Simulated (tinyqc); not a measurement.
Threshold-voltage variability of a planar MOSFET, analytic estimates: effect of the correlation length of the roughness.

Three independent sources add in quadrature: random dopants in the depleted layer, metal-gate grains of two orientations, and roughness of the two gate edges acting through the roll-off VT = VT(long) - Vr exp(-L/l). These are first-order estimates: no three-dimensional electrostatics, no percolation.

ni = sqrt(Nc Nv) exp(-Eg/(2 Vt)), Eg in volts; Cox = 3.9 eps0/ti; Wd = sqrt(4 eps0 eps_r Vt ln(Na/ni)/(q Na)); dopants: s1 = (q/Cox) sqrt(Na Wd/(3 L W)). Grains: Ng = L W/G^2 (at least 1), s2 = dW sqrt(p (1 - p)/Ng). Edges, with exponential correlation and u = W/La: the mean gate length has sL^2 = 2 De^2 (2/u)[1 - (1 - exp(-u))/u]; s3 = sL (Vr/l) exp(-L/l). s = sqrt(s1^2 + s2^2 + s3^2). l and Vr are held fixed.

Values chosen for this exercise; material values close to those of silicon: temperature T = 293 K; band gap Eg = 1.1 eV; relative permittivity of the semiconductor eps_r = 11.5; conduction-band density of states at T Nc = 2.68e19 cm^-3; valence-band density of states at T Nv = 2.59e19 cm^-3; channel doping Na = 1.9e18 cm^-3; oxide-equivalent thickness in inversion ti = 2 nm; gate length L = 16 nm; gate width W = 67 nm; metal grain size G = 4 nm; work-function difference of the two grain orientations dW = 0.2 eV; share of the orientation of higher work function p = 0.4; rms roughness of one gate edge De = 0.7 nm; decay length of the threshold roll-off l = 4.1 nm; prefactor of the roll-off Vr = 1.4 V.

Constants: q = 1.602176634e-19 C, kB = 1.380649e-23 J/K, Vt = kB T/q, eps0 = 8.8541878128e-14 F/cm where lengths are in cm. Results are converted to the units shown.

The same in every row: s1 (mV) = 35.973; s2 (mV) = 11.970.

Result of one run:
```
La (nm),s3 (mV),s (mV),s sqrt(L W) (mV um)
10,3.4401,38.068,1.2464
```

What becomes of these results when the correlation length of the roughness La is changed from 10 to 5 nm, all else the same?

Result of the changed run:
```
La (nm),s3 (mV),s (mV),s sqrt(L W) (mV um)
5,2.5367,37.997,1.2441
```

The whole series:
```
La (nm),s3 (mV),s (mV),s sqrt(L W) (mV um)
2,1.6427,37.948,1.2425
5,2.5367,37.997,1.2441
10,3.4401,38.068,1.2464
20,4.4501,38.173,1.2498
40,5.3516,38.288,1.2536
80,5.9923,38.383,1.2567
160,6.3808,38.446,1.2588
```

As La goes from 2 to 160 nm, s rises from 37.9 to 38.4 mV. The dopants are the largest source in the first and the last row. The edge term s3 rises from 1.64 to 6.38 mV: a longer correlation averages out less along the width. In every row the depletion depth exceeds L, so source and drain share much of the charge and s1 is rough.

Program tinyqc, `OMP_NUM_THREADS=1 python tinyqc.py 2090019 2090020 out.jsonl`; Intel Xeon 2.30GHz, shared host, one thread, about 0.01 s.
